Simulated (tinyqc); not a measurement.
Low-temperature mobility of a two-dimensional electron gas with static screening: one step, computed by the program tinyqc. Command: `OMP_NUM_THREADS=1 python tinyqc.py 3029812 3029813 out.jsonl twodeg walk`. One thread of a shared host (Intel(R) Xeon(R) Processor @ 2.30GHz), about 0.01 s of CPU time with the checks.

One subband is filled, the gas is degenerate and scatters at the Fermi circle; one permittivity serves on both sides of the interface. All formulas are in SI units, masses times m_0. Piezoelectric and polar phonons are left out, and n_s is taken as set by a gate, independent of N_i.

Problem. Interface roughness. Form factors with u = q/b: screening G(q) = [1 + 9u/8 + 3u^2/8]/(1 + u)^3, remote charge P(q) = exp(-q d)/(1 + u)^3. Dielectric function eps(q) = 1 + q_TF G(q)/q, with q = 2 k_F sin(theta/2). Roughness: <|U|^2> = (e F)^2 S(q), S = pi Delta^2 Lambda^2 exp(-q^2 Lambda^2/4). 1/tau_t = (m/(pi hbar^3)) int_0^pi (1 - cos theta) <|U|^2>/eps(q)^2 dtheta; the quantum rate 1/tau_q drops the factor (1 - cos theta); 200 Gauss-Legendre points in s with theta = pi s^2, s from 0 to 1; mu = e tau_t/m.

Inputs (values chosen for the exercise, modelled on an InAs channel):
```
quantity                                        value    unit
in-plane mass m                                0.0301     m_0
mass across the layer m_z                      0.0307     m_0
permittivity eps                                 14.9       -
roughness height Delta                           0.51      nm
correlation length Lambda                          11      nm
remote charge density N_i                     3.7e+10  1/cm^2
distance d of the charges from the interface       54      nm
```

Wave function: Fang-Howard. Roughness spectrum: Gaussian.

k_F = 0.2965883 1/nm

b = 0.3196471 1/nm

q_TF = 0.07635001 1/nm

effective field F = 0.09411896 MV/cm

Constants: m_0 = 9.1093837015e-31 kg; hbar = 1.054571817e-34 J s; e = 1.602176634e-19 C; eps_0 = 8.8541878128e-12 F/m.

Give: tau_t, roughness; tau_q, roughness; roughness mobility; tau_t/tau_q, roughness.

Solution.

tau_t, roughness = 15.292 ps

tau_q, roughness = 2.6224 ps

roughness mobility = 8.9354e+05 cm^2/(V s)

tau_t/tau_q, roughness = 5.8311

k_F Lambda = 3.26: long-wavelength roughness scatters mostly forward. Caution: E_F exceeds 100 meV in a band of small mass, where non-parabolicity and upper valleys, left out here, matter. Caution: E_F exceeds 1.1 (hbar^2 e^2 F^2/2 m_z)^(1/3), of the order of the first subband spacing (1.75 times that in a triangular well, less with self-consistent band bending), so a second subband may fill.
